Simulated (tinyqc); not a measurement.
Heterojunction of two tight-binding chains: sweeps and comparisons. A value that a table varies takes the place of the one given here.

Left chain: hopping -t1, sites at 2 t1 (band bottom 0). Right chain: hopping -t2, sites at dE + 2 t2 (bottom dE). t = c/(m a^2), c = hbar^2/2m0. The bond across the interface is -tc with tc = f sqrt(t1 t2), and the last left site has the extra energy U. In a chain E = bottom + 2t (1 - cos(ka)); the surface Green function of a half chain is g = -exp(ika)/t, with Im k > 0 where cos(ka) > 1.

Constants: hbar^2/2m0 = 3.80998211 eV angstrom^2.

Inputs chosen for the exercise (masses and offset of the size met at GaAs / AlGaAs; not measured data): a = 2.8 angstrom (site spacing); m1 = 0.072 m0 (mass on the left); m2 = 0.094 m0 (mass on the right); dE = 0.31 eV (band offset); f = 1 (factor on the interface hopping); U = 0 eV (extra energy on the last left site); E = 0.347 eV (electron energy).

## Transmission against energy, and which matching rule a chain obeys

Chain A is the junction as given; chain B has tc = sqrt(t1 t2) and U = 0; chain C has tc = t2 and U = t2 - t1, the finite-difference form of -d/dx (c/m) d/dx. Continuum formulas T = 4 x y/(x + y)^2 with parabolic k: x, y = k/m on each side (BenDaniel-Duke) or x, y = k (slope continuous).

T:

| E - dE (eV) | E (eV) | chain A | chain B | chain C | k/m matched | k matched |
|---|---|---|---|---|---|---|
| 0.002 | 0.312 | 0.3057 | 0.3057 | 0.2436 | 0.2448 | 0.3072 |
| 0.005 | 0.315 | 0.4381 | 0.4381 | 0.3562 | 0.3578 | 0.4400 |
| 0.010 | 0.320 | 0.5571 | 0.5571 | 0.4622 | 0.4641 | 0.5592 |
| 0.020 | 0.330 | 0.6832 | 0.6832 | 0.5812 | 0.5834 | 0.6854 |
| 0.050 | 0.360 | 0.8360 | 0.8360 | 0.7397 | 0.7418 | 0.8378 |
| 0.100 | 0.410 | 0.9211 | 0.9211 | 0.8410 | 0.8428 | 0.9224 |
| 0.200 | 0.510 | 0.9717 | 0.9717 | 0.9133 | 0.9148 | 0.9725 |
| 0.400 | 0.710 | 0.9939 | 0.9939 | 0.9560 | 0.9571 | 0.9941 |

Chain C follows the k/m rule within 0.0022 and chain B the plain k rule within 0.0022, while the two rules differ by up to 0.1020: in B the self-energy of the right side is -t1 exp(i k2 a), so only k2 enters, and in C it is -t2 exp(i k2 a), which carries 1/m2. Chain A is chain B here.

## When the interface binds a state

A state below both bands solves E - 2 t1 - U - S1(E) - S2(E) = 0 for E < 0, with S1 = -t1 z1, S2 = -(tc^2/t2) z2 and |z| < 1 the decaying root of z + 1/z = 2 - (E - bottom)/t. Decay lengths -a/ln|z|. The threshold is the U that solves the equation at E = 0. A dash: no bound state.

Interface state:

| U (eV) | E (eV) | decay left (angstrom) | decay right (angstrom) |
|---|---|---|---|
| -0.44 | - | - | - |
| -0.88 | - | - | - |
| -1.32 | - | - | - |
| -1.61 | -0.0029 | 135.2 | 11.4 |
| -1.90 | -0.0217 | 49.4 | 11.1 |
| -2.34 | -0.0725 | 27.0 | 10.3 |
| -2.93 | -0.1707 | 17.6 | 9.2 |
| -4.39 | -0.5265 | 10.1 | 7.0 |

threshold U = -1.4628 eV

The step pushes the state out, so an attraction must exceed 1.4628 eV to bind; 5 of the 8 rows are bound. At U = -4.39 eV the state decays over 10.1 angstrom to the left and 7.0 to the right, where the band lies higher.

## What each parameter does

T = 4 Im(S1) Im(S2) |G|^2 with G = 1/(E - 2 t1 - U - S1 - S2), S1 = -t1 exp(i k1 a), S2 = -(tc^2/t2) exp(i k2 a). Each row changes one parameter from the base and keeps the others.

Results:

| case | T | k1 a | k2 a |
|---|---|---|---|
| base | 0.7895 | 0.2272 | 0.0846 |
| m1 = 0.0864 m0 | 0.7555 | 0.2490 | 0.0846 |
| m2 = 0.1128 m0 | 0.8220 | 0.2272 | 0.0927 |
| dE = 0.26 eV | 0.9248 | 0.2272 | 0.1298 |
| f = 0.9 | 0.5400 | 0.2272 | 0.0846 |
| U = 0.2 eV | 0.7931 | 0.2272 | 0.0846 |
| a = 2.24 angstrom | 0.7903 | 0.1816 | 0.0677 |

The largest shifts from the base row, up to three for each result and ties (the steps differ in size, so this ranks the rows, not the parameters). T: f -0.2495, dE +0.1353, m1 -0.0340. k1 a: a -0.0456, m1 +0.0218; unchanged at the printed digits by m2, dE, f and U. k2 a: dE +0.0452, a -0.0169, m2 +0.0081; unchanged at the printed digits by m1, f and U.

tinyqc: `OMP_NUM_THREADS=1 python tinyqc.py 1481057 1481058 out.jsonl`; about 0.01 s, one thread, shared Intel(R) Xeon(R) Processor @ 2.30GHz.
